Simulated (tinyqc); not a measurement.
Gap difference from the gain at two temperatures.

Question. When back injection limits the gain, beta = b exp(-dE/(kB T)) with dE the gap reduction of the emitter less that of the base and b constant. Find dE and beta at 300 K.

Constants: q = 1.602176634e-19 C, kB = 1.380649e-23 J/K. Results are converted to the units shown.

T (K): [250, 400]
beta: [65.553178, 367.28299]

Answer. ln beta is a straight line in 1/T with slope -dE/kB.

dE = 0.0990 eV
beta at 300 K = 141

Computed by the program tinyqc: `OMP_NUM_THREADS=1 python tinyqc.py 2320018 2320019 out.jsonl`, one thread of a shared Intel Xeon 2.30GHz, about 0.01 s for the whole run.
